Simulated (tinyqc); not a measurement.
Inside a calculation. Method: Hubbard ring of 5 sites. Computed by tinyqc, a small Python program that keeps every step. Settings: hopping = 0.61, U = 6.3, mixing = 0.2, iteration cap = 50. Command: `OMP_NUM_THREADS=1 python tinyqc.py 31887 31888 out.jsonl` (the two numbers bound the seeds that draw the settings). One thread of a shared host (Intel(R) Xeon(R) Processor @ 2.60GHz), about 0.2 s of CPU time with the checks.

one-body matrix (hopping and site energies) (eV), lower triangle:
```
          1         2         3         4        5
1   0.00000
2  -0.61000   0.00000
3   0.00000  -0.61000   0.00000
4   0.00000   0.00000  -0.61000   0.00000
5  -0.61000   0.00000   0.00000  -0.61000  0.00000
```

U = 6.30000 eV

electrons, up and down: 3  2

n(up) at the start (a guess, not normalised): 1 1.00000, 2 0.15000, 3 1.00000, 4 0.15000, 5 1.00000

n(down) at the start (a guess): 1 0.00000, 2 0.85000, 3 0.00000, 4 0.85000, 5 0.00000

Each step fills the lowest levels of T + U n(other spin) and sets n(new) = n + mixing (n(out) - n); stop when output and input agree to 1e-8.

Course of the cycle:
```
iteration      E (eV)  largest |n(out) - n(in)|  mean |n_up - n_down|
1          -0.4638231                  1.26e-01               0.96141
2          -0.4665792                  1.02e-01               0.96318
3          -0.4683069                  8.24e-02               0.96454
4          -0.4694009                  6.66e-02               0.96560
5          -0.4700994                  5.38e-02               0.96642
6          -0.4705482                  4.34e-02               0.96708
7          -0.4708382                  3.50e-02               0.96759
8          -0.4710263                  2.83e-02               0.96801
9          -0.4711488                  2.28e-02               0.96834
10         -0.4712287                  1.84e-02               0.96860
11         -0.4712810                  1.49e-02               0.96881
...               ...                       ...                   ...
40         -0.4713811                  3.05e-05               0.96972
41         -0.4713811                  2.46e-05               0.96972
42         -0.4713811                  1.99e-05               0.96972
43         -0.4713811                  1.61e-05               0.96972
44         -0.4713811                  1.30e-05               0.96972
45         -0.4713811                  1.05e-05               0.96972
46         -0.4713811                  8.51e-06               0.96972
47         -0.4713811                  6.88e-06               0.96972
48         -0.4713811                  5.57e-06               0.96972
49         -0.4713811                  4.50e-06               0.96972
50         -0.4713811                  3.64e-06               0.96972
```

Can the last value be used, and what does the course show?

Not by the stop rule, although the second column moves by less than 1e-07 over the last three steps. Not converged within 50 iterations: the residual falls steadily but slowly, by a factor of about 0.81 a step. The lowest mean-field energy found from random starts is -0.47138 eV. Reruns (cap 100 unless said): mixing 0.5: converged in 27 (E = -0.47138); mixing 0.9: converged in 10 (E = -0.47138); the original settings with a cap of 400: converged in 78 (E = -0.47138).
